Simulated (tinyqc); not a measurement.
Worked calculation: two-band k.p model of the X valleys of a zinc-blende crystal. Values are carried at full precision from step to step, so a last printed digit may differ when a step is redone from the rounded ones.

With x = D/D0: for x < 1 the minima lie at k_m = sqrt(ml D0 (1 - x^2)/(4 c)), the hump at X has the height dE = (D0/4)(1 - x)^2 and the mass at the minimum is ml/(1 - x^2); the mass at X is ml/(1 - 1/x), negative for x < 1. For x > 1 the minimum is at X.

Constants: hbar^2/2m0 = 3.80998211 eV angstrom^2; kB = 8.617333262e-05 eV/K.

Inputs chosen for the exercise (of the order of those of GaP; the results hold for these values, not for the real material): D = 0.353 eV (splitting of the two conduction levels at X); D0 = 0.479 eV (coupling energy); ml = 0.846 m0 (mass along the axis from remote bands); k = 0.136 1/angstrom (wave vector from X); kmax = 0.22 1/angstrom (end of the path); mt = 0.245 m0 (transverse mass); T = 150 K (temperature).

## Shape of the lower band

Give x, k_m, dE and both masses.

x = 0.7370
k_m = 0.11022 1/angstrom
dE = 8.286 meV
mass at the minimum = 1.852 m0
mass at X = -2.370 m0

The coupling wins over the splitting, so each X point carries two minima; the hump equals kT at 96 K.

## The matrix at one k

k along the valley axis, counted from X, c = hbar^2/2m0, e = c k^2/ml. H = [[e - D/2, i P k], [-i P k, e + D/2]] with P^2 = D0 c/ml, so E = e -/+ sqrt(D^2/4 + D0 e). For D = 0 (diamond lattice) the bands cross at X.

Give P, the matrix, its levels and the weight of the lower X state in the lower band.

P = 1.4687 eV angstrom

H (eV):
```
          1        2
1   -0.0932  0.1997i
2  -0.1997i   0.2598
```

levels (eV): -0.1833  0.3499

weight = 0.8311

## Dispersion along the axis

Nine points; energies of the lower band from its minimum, against a parabola about the minimum with the mass there.

Results:
```
k (1/angstrom)  lower band (meV)  parabola (meV)  gap to the upper band (eV)
0.0000                      8.29           25.00                      0.3530
0.0275                      7.13           14.08                      0.3621
0.0550                      4.30            6.28                      0.3882
0.0825                      1.35            1.58                      0.4282
0.1100                      0.00            0.00                      0.4786
0.1375                      1.72            1.53                      0.5364
0.1650                      7.59            6.17                      0.5996
0.1925                     18.37           13.93                      0.6666
0.2200                     34.57           24.80                      0.7364
```

At kmax the band lies at 34.6 meV and the parabola at 24.8 meV: far from X the curvature returns to 1/ml, so the band is steeper than the parabola of the minimum.

## Thermal masses

Thermal masses along the axis for one X point, lower band, E from the minimum, on 1601 points from -0.8 to 0.8 1/angstrom: density-of-states mass m_d = c I^2/(pi kT), I = integral of exp(-E/kT) dk; conductivity mass m_c = 2 c kT/<(dE/dk)^2> with central differences.

Give m_d, m_c and Nc = 3 x 2 (kT/(4 pi c))^(3/2) mt sqrt(m_d) for three X points; 1 angstrom^-3 = 1e24 cm^-3.

m_d = 7.713 m0
m_c = 2.726 m0
Nc = 1.811e+19 cm^-3

Two separate parabolic minima would give m_d = 4 x 1.852 = 7.406; kT/dE = 1.56.

## Checks

- Height of the hump by numerical search against the closed form (meV): both 8.286.
- Thermal masses without coupling against ml: both 0.8460.

Computed by tinyqc, a small Python program: `OMP_NUM_THREADS=1 python tinyqc.py 1880229 1880230 out.jsonl` (the numbers bound the seed that draws the inputs); one thread of a shared host (Intel(R) Xeon(R) Processor @ 2.30GHz), about 0.01 s for the whole set of steps.
